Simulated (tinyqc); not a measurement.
Deformation potentials from a strained empirical pseudopotential: sweeps and comparisons. A value that a table varies takes the place of the one given here.

Diamond lattice, no spin-orbit coupling. Atomic form factor V(q) = a1 (q^2 - a2)/(a3 exp(a4 q^2) - 1) in rydberg with q in 1/bohr, for the unstrained cell. Under a strain e the reciprocal vectors and k go over into (1 + e)^(-1) G, the atoms sit at +/- tau with tau = (1 + e) a (1,1,1)/8 - zeta a (eyz, ezx, exy)/4, and H(G,G') = c |k + G|^2 delta + (V(q)/det(1 + e)) cos(q.tau), q = G - G', with the term q = 0 left out; c = hbar^2/2m0. The basis is fixed before straining: all G with |k + G|^2 up to 16 (2 pi/a)^2. k is given in units of 2 pi/a of the unstrained cell.

Constants: hbar^2/2m0 = 3.80998211 eV angstrom^2; Ry = 13.60569312 eV; a0 (Bohr radius) = 0.5291772105 angstrom.

Values chosen for the exercise (near those of Si; not measured data):
- a = 5.429 angstrom (lattice constant)
- A = (0.537, 2.167, 2.038, 0.486) (a1 (Ry bohr^2), a2 (1/bohr^2), a3, a4 (bohr^2))
- h = 0.002 (size of the test strain)
- kD = 0.82 2 pi/a (position of the Delta minimum)
- a1 = 0.537
- a2 = 2.167
- a3 = 2.038
- a4 = 0.486

## The internal displacement

Xu of L (level 5, the lowest empty one) and d from exy = eyz = ezx = h for several zeta: Xu = [E(L [111]) - E(L [1-1-1])]/((8/3) h), d = (single valence level - pair)/(3 sqrt(3) h). zeta = 0 strains the bonds with the lattice; zeta = 1 keeps all four bond lengths equal to first order.

Results:

| zeta | Xu (L) (eV) | d (eV) |
|---|---|---|
| 0.00 | 11.17 | 0.70 |
| 0.25 | 11.52 | -1.60 |
| 0.50 | 11.87 | -3.90 |
| 0.60 | 12.01 | -4.82 |
| 0.75 | 12.23 | -6.20 |
| 1.00 | 12.60 | -8.49 |

From zeta = 0 to 1, d goes from 0.70 to -8.49 eV and Xu (L) from 11.17 to 12.60 eV, both nearly linearly: the displacement is an optical-phonon mode, and d = d(0) - zeta d0/4 gives its deformation potential d0 = 37 eV. Leaving the relaxation out (zeta = 0 for 0.5) moves d by +4.60 eV, which reverses its sign, and Xu (L) by -0.70 eV. Tetragonal strain has no such freedom.

## Size of the test strain

e = diag(-h/2, -h/2, h). Xu = [E(Delta z) - E(Delta x)]/(1.5 h) at fixed kD, b = [E(Z) - E(X, Y)]/(4.5 h); one-sided from +h alone, central from +h and -h.

Results (eV):

| h | Xu one-sided | Xu central | b one-sided | b central |
|---|---|---|---|---|
| 0.0010 | 7.999 | 8.004 | -3.298 | -3.294 |
| 0.0025 | 7.992 | 8.004 | -3.304 | -3.294 |
| 0.0050 | 7.979 | 8.005 | -3.314 | -3.294 |
| 0.0100 | 7.954 | 8.006 | -3.334 | -3.294 |
| 0.0200 | 7.907 | 8.010 | -3.376 | -3.295 |
| 0.0300 | 7.862 | 8.017 | -3.417 | -3.296 |

From h = 0.001 to 0.03 the one-sided Xu drifts by -0.138 eV and the central one by +0.012 eV; for b the drifts are -0.119 and -0.002 eV. The central difference cancels the term of second order in the strain, so its error goes as h^2. At h = 0.02 the linear law errs by 1.2 % for the valley splitting and 2.5 % for the valence splitting.

## What each parameter of the potential does

Gaps from the valence top to level 8 at Gamma and level 5 at (kD,0,0) and L, and their deformation potentials [E(+h) - E(-h)]/(3 ln((1 + h)/(1 - h))) for e = +/- h 1, h = 0.002. The row for the lattice constant keeps V(q) without the volume factor, so it is not a strain. Each row changes one parameter from the base and keeps the others.

Results:

| case | Gamma (eV) | Delta (eV) | L (eV) | potential Gamma (eV) | potential Delta (eV) | potential L (eV) |
|---|---|---|---|---|---|---|
| base | 4.311 | 1.149 | 2.100 | -8.87 | 2.70 | -1.91 |
| a = 5.483 angstrom | 4.182 | 1.442 | 2.201 | -9.16 | 2.38 | -2.10 |
| a1 = 0.542 | 4.355 | 1.217 | 2.149 | -8.94 | 2.69 | -1.92 |
| a2 = 2.189 | 4.195 | 1.226 | 2.097 | -8.94 | 2.64 | -1.94 |
| a3 = 2.058 | 4.262 | 1.058 | 2.036 | -8.78 | 2.69 | -1.90 |
| a4 = 0.481 | 4.407 | 1.238 | 2.177 | -9.04 | 2.62 | -1.98 |

The largest shifts from the base row, up to three for each result and ties (the steps differ in size, so this ranks the rows, not the parameters). Gamma (eV): a -0.129, a2 -0.115, a4 +0.097. Delta (eV): a +0.292, a3 -0.091, a4 +0.088. L (eV): a +0.101, a4 +0.077, a3 -0.063. potential Gamma (eV): a -0.30, a4 -0.17, a3 +0.09. potential Delta (eV): a -0.31, a4 -0.08, a2 -0.05. potential L (eV): a -0.19, a4 -0.08, a2 -0.04.

Run: tinyqc, `OMP_NUM_THREADS=1 python tinyqc.py 1880869 1880870 out.jsonl`; Intel(R) Xeon(R) Processor @ 2.30GHz, one thread, shared host; about 0.2 s of CPU time with all checks.
